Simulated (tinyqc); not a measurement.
# Free and trapped electrons in a MOS channel with a dense trap tail: two studies

p-type body, charge-sheet picture, full ionisation (an idealisation for deep acceptors), Boltzmann statistics for free electrons. e = Ec - EF at the surface. Acceptor-like traps of density D(E) = D0 + De exp(-E/Ew) at depth E below Ec, from 0 to Eu, hold n_t = integral of D(E)/(1 + exp((e - E)/Vt)). psi = Eg - Vt ln(Nv/Na) - e; N_dep = sqrt(2 eps0 eps_r Na (psi - Vt)/q); n_f = sqrt(N_dep^2 + 2 eps0 eps_r Vt Nc exp(-e/Vt)/q) - N_dep; Vg = Vfb + psi + q (N_dep + n_t + n_f)/Cox, Cox = eps0 eox/tox.

Values chosen for this exercise; band and dielectric values close to those of 4H silicon carbide: temperature T = 475 K; band gap Eg = 3.22 eV; relative permittivity eps_r = 9.54; conduction-band density of states at T Nc = 3.37e19 cm^-3; valence-band density of states at T Nv = 5.04e19 cm^-3; relative permittivity of the insulator eox = 3.9; insulator thickness tox = 57 nm; acceptor density Na = 5e16 cm^-3; flat-band voltage without trapped charge Vfb = -2.48 V; constant background density of acceptor-like traps D0 = 2.7e10 cm^-2 eV^-1; density of the tail at the conduction edge De = 1.9e13 cm^-2 eV^-1; decay energy of the tail Ew = 0.11 eV; depth below Ec down to which the traps reach Eu = 0.62 eV; mobility of free electrons mf = 120 cm^2/(V s).

Constants: q = 1.602176634e-19 C, kB = 1.380649e-23 J/K, Vt = kB T/q, eps0 = 8.8541878128e-14 F/cm where lengths are in cm. Results are converted to the units shown.

Each table varies one quantity; the others keep the values above.

## Free and trapped charge against gate voltage

Free share n_f/(n_f + n_t); swing ln 10 n_f/(dn_f/dVg); field-effect mobility mf q (dn_f/dVg)/Cox, for a constant mf; oxide field q (N_dep + n_t + n_f)/(eps0 eox).

Free and trapped charge against gate voltage:
columns A: Vg (V); B: e (eV); C: n_f (cm^-2); D: n_t (cm^-2); E: free share (%); F: swing (mV/decade); G: field-effect mobility (cm^2/(V s)); H: oxide field (MV/cm)
```
A           B         C         D        E        F         G       H
2.7    0.6448   9.626e5   2.509e9  0.03835    169.0  0.004161  0.5066
3.9    0.2733   7.760e9  2.216e11    3.384    703.2     8.064  0.6520
5.2    0.1679  9.641e10  5.612e11    14.66     1989     35.43  0.8616
6.4    0.1228  2.696e11  8.149e11    24.86     3595     54.80   1.064
7.7   0.09168  5.240e11  1.033e12    33.64     5590     68.50   1.287
8.9   0.07054  8.008e11  1.198e12    40.07     7553     77.48   1.494
10.2  0.05219  1.134e12  1.345e12    45.74     9751     85.00   1.718
11.4  0.03798  1.467e12  1.458e12    50.14  1.182e4     90.63   1.927
12.6  0.02561  1.818e12  1.553e12    53.94  1.394e4     95.34   2.135
```

n_f reaches 1e11 cm^-2 at Vg = 5.23 V, against 3.73 V without traps. The free share rises from 0.0384 to 53.9 % and the field-effect mobility rises from 0.00416 to 95.3 cm^2/(V s), although mf = 120 is constant: in the last row 79.5 % of Cox dVg goes into free electrons. The swing in the first row is 169 mV a decade (Vt ln 10 = 94.3). For Vg = 8.9, 10.2, 11.4, 12.6 EF lies less than 2 Vt below the band edge, or above it, where degeneracy and confinement, left out, matter.

## Effect of the decay energy of the tail

VT is the Vg for n_f = 1e11 cm^-2; swing ln 10 n_f/(dn_f/dVg) at n_f = 1e8 cm^-2; the last three columns are for Vg = VT + 4.6 V, with free share n_f/(n_f + n_t) and field-effect mobility mf q (dn_f/dVg)/Cox; there EF is near the band edge, where Boltzmann statistics are rough.

Results:
columns A: Ew (eV); B: e at VT (eV); C: VT (V); D: q n_t/Cox at VT (V); E: swing (mV/decade); F: n_f (cm^-2); G: free share (%); H: field-effect mobility (cm^2/(V s))
```
A          B      C       D      E         F      G      H
0.03  0.1663  3.830  0.1025  160.9  1.523e12  84.61  105.3
0.05  0.1663  3.996  0.2681  163.0  1.362e12  72.98  98.28
0.07  0.1663  4.297  0.5693  174.6  1.228e12  61.87  92.33
0.11  0.1663  5.232   1.504  259.1  1.037e12  44.25  83.04
0.13  0.1663  5.804   2.077  333.4  9.700e11  37.87  79.42
0.15  0.1663  6.410   2.683  423.8  9.164e11  32.82  76.34
0.17  0.1663  7.030   3.302  525.4  8.728e11  28.82  73.69
```

Estimate the missing row, Ew = 0.09 eV.

Computed row:
columns A: Ew (eV); B: e at VT (eV); C: VT (V); D: q n_t/Cox at VT (V); E: swing (mV/decade); F: n_f (cm^-2); G: free share (%); H: field-effect mobility (cm^2/(V s))
```
A          B      C       D      E         F      G      H
0.09  0.1663  4.719  0.9914  205.4  1.121e12  52.21  87.30
```

With this row back in the table: As Ew goes from 0.03 to 0.17, VT rises from 3.83 to 7.03 V, its part due to traps rises from 0.103 to 3.30 V, the swing rises from 161 to 525 mV/decade and the field-effect mobility falls from 105 to 73.7 cm^2/(V s).

Numbers from tinyqc (`OMP_NUM_THREADS=1 python tinyqc.py 2222130 2222131 out.jsonl`; about 0.02 s on one thread of a shared Intel Xeon 2.30GHz).
